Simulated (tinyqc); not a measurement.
Inside a calculation: standing waves and exposure in a photoresist film. Values are carried at full precision from step to step, so a last printed digit may differ when a step is redone from the rounded ones.

Normal incidence from air. Unexposed resist: N1 = n1 + i k1 with k1 = (A + B) lam/(4 pi), lam in micrometres. r01 = (1 - N1)/(1 + N1), t01 = 2/(1 + N1). Below the resist lie the layer Na = na + i ka and the substrate Ns = ns + i ks: r12 = (r1a + ras x)/(1 + r1a ras x), x = exp(4 pi i Na da/lam), r1a = (N1 - Na)/(N1 + Na), ras = (Na - Ns)/(Na + Ns). With p = exp(2 pi i N1 d/lam), the field at depth z is E(z) = t01 [exp(2 pi i N1 z/lam) + r12 p^2 exp(-2 pi i N1 z/lam)]/(1 + r01 r12 p^2), the relative intensity I(z) = n1 |E(z)|^2 and the reflectance R = |(r01 + r12 p^2)/(1 + r01 r12 p^2)|^2.

Values chosen for the exercise (a resist on W, indices near tabulated ones; shifted at random, so the results belong to these values and not to a real crystal):
- lam = 248 nm (vacuum wavelength)
- n1 = 1.767 (resist index)
- A = 0.03 1/micrometre (bleachable absorption (Dill A))
- B = 0.58 1/micrometre (fixed absorption (Dill B))
- d = 335 nm (resist thickness)
- ns = 3.406 (substrate n)
- ks = 2.933 (substrate k)
- na = 1.838 (n of the bottom antireflection layer)
- ka = 0.435 (its k)
- da = 44 nm (its thickness)
- C = 0.039 cm^2/mJ (exposure rate (Dill C))
- D = 80 mJ/cm^2 (incident dose)
- Ld = 30 nm (diffusion length of the post-exposure bake)

## Interface coefficients

Form N1, r01, t01 and r12.

N1 = 1.76700+0.01204i
r01 = -0.2772-0.0031i
t01 = 0.7228-0.0031i
r12 = -0.0030+0.0623i
|r12|^2 = 0.0039

Next to the bottom the intensity swings by a factor ((1 + |r12|)/(1 - |r12|))^2 = 1.28 between antinode and node; without the layer |r12|^2 would be 0.3166.

## Round trip and reflectance

Form p^2, the denominator and R; the period of the standing wave is lam/(2 n1).

p^2 = 0.1212-0.8061i
1 + r01 r12 p^2 = 0.9862-0.0029i
R = 0.0532
period = 70.18 nm

The film holds 4.77 periods.

## Intensity and exposure over the lowest period

Nine depths from d - period to d. Without bleaching during the exposure the share of unexposed compound is m = exp(-C D I).

Profile:

| z (nm) | I | m |
|---|---|---|
| 264.8 | 0.806 | 0.081 |
| 273.6 | 0.871 | 0.066 |
| 282.4 | 0.898 | 0.061 |
| 291.1 | 0.869 | 0.066 |
| 299.9 | 0.798 | 0.083 |
| 308.7 | 0.724 | 0.104 |
| 317.5 | 0.689 | 0.117 |
| 326.2 | 0.709 | 0.109 |
| 335.0 | 0.772 | 0.090 |

I runs from 0.689 to 0.898 on these points, so m runs from 0.061 to 0.117; the least exposed point listed lies 17.5 nm above the bottom.

## Smoothing by the bake

Gaussian diffusion of length Ld multiplies a cosine of period L by exp(-2 pi^2 Ld^2/L^2). Give that factor, and the Ld that leaves 10 %.

factor = 0.0271
Ld for 10 % = 23.97 nm

## Checks

- R against the transfer-matrix product: both 0.053183.

Computed by tinyqc, a small Python program: `OMP_NUM_THREADS=1 python tinyqc.py 1680269 1680270 out.jsonl` (the numbers bound the seed that draws the inputs); one thread of a shared host (Intel(R) Xeon(R) Processor @ 2.30GHz), about 0.01 s for the whole set of steps.
